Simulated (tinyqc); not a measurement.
Random telegraph noise from one oxide trap in a small MOSFET: one step of the calculation.

An acceptor-like trap exchanges electrons with the channel. Inversion charge Q = Cox u, u = n Vt W0(exp((Vg - VT)/(n Vt))), W0 the Lambert function, n = nf, Cox = eps0 eox/tox; linear regime Id = (W/L) mu Q Vd. Relative to threshold the surface potential rises by Vt ln(u/u0) and the oxide voltage by the rest of Vg - VT, with u0 = n Vt W0(1).

Question. Lorentzian spectrum. Spectrum S(f) = 4 dI^2/{(tc + te)[(1/tc + 1/te)^2 + (2 pi f)^2]}; corner fc = (1/tc + 1/te)/(2 pi); variance dI^2 tc te/(tc + te)^2. Give S at f = 0, at fc and at 10 fc.

tc = 0.41056487 s
te = 0.15091620 s
dI = 100.75187 nA

Give: fc; S(0); S(fc); S(10 fc); rms current.

Answer.

fc = 1.4422 Hz
S(0) = 8.8064e-16 A^2/Hz
S(fc) = 4.4032e-16 A^2/Hz
S(10 fc) = 8.7192e-18 A^2/Hz
rms current = 44.666 nA

The rms value is 0.443 of the step; it reaches its largest share, 1/2, when tc = te.

Range of the model: VT is taken as given; short-channel effects and the uneven flow of current among few electrons are left out.

Program tinyqc, `OMP_NUM_THREADS=1 python tinyqc.py 2710123 2710124 out.jsonl`; Intel Xeon 2.30GHz, shared host, one thread, about 0.01 s.
